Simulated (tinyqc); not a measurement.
Reflectance at normal incidence against thickness.

Normal incidence on air, film (n1) and substrate (N2 = n2 - i k2): r01 = (1 - n1)/(1 + n1), r12 = (n1 - N2)/(n1 + N2), amplitude (r01 + r12 X)/(1 + r01 r12 X), X = exp(-4 pi i n1 d/lam), R its squared modulus, phase from 0 to 360 degrees.

Parameters, values chosen for the exercise:
- lam = 546.1 nm (wavelength)
- n1 = 1.655 (index of the transparent film)
- n2 = 4.086 (index of the substrate)
- k2 = 0.031 (extinction coefficient of the substrate)

Reflectance at normal incidence against thickness:

| d (nm) | R (%) | phase of the reflected amplitude (degrees) |
|---|---|---|
| 0 | 36.82 | 179.8 |
| 20 | 33.62 | 155.7 |
| 40 | 24.39 | 127.9 |
| 60 | 11.71 | 88.89 |
| 80 | 3.992 | 12.52 |
| 100 | 9.078 | 283.6 |
| 120 | 21.58 | 239.7 |
| 140 | 32.00 | 210.2 |
| 160 | 36.64 | 185.6 |

R goes from 36.8 through a minimum of 3.99 (at d = 80 nm among the rows listed) to 36.6 %. At a quarter wave, d = 82.5 nm, R = 3.90 %; for a transparent substrate it would vanish for n1 = sqrt(n2) = 2.02.

Numbers from tinyqc (`OMP_NUM_THREADS=1 python tinyqc.py 2870224 2870225 out.jsonl`; about 0.3 s on one thread of a shared Intel Xeon 2.30GHz).
